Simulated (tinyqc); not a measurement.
Junction parameters from two forward currents.

Inverse problem. D(v) = J1 (exp(v/Vt) - 1) + J2 (exp(v/(2 Vt)) - 1). Find J1, J2 and the voltage 2 Vt ln(J2/J1) near which both parts are equal.

Inputs (values chosen for the exercise): temperature T = 300 K.

Constants: q = 1.602176634e-19 C, kB = 1.380649e-23 J/K, Vt = kB T/q. Results are converted to the units shown.

junction voltages (V): [0.31, 0.67]
currents (uA/um): [1.4481125e-5, 0.078311232]

Answer. The current is linear in J1 and J2, so two points give two equations.

J1 = 3.50e-13 uA/um
J2 = 3.60e-8 uA/um
crossover = 0.597 V

Computed by the program tinyqc: `OMP_NUM_THREADS=1 python tinyqc.py 2182227 2182228 out.jsonl`, one thread of a shared Intel Xeon 2.30GHz, about 0.2 s for the whole run.
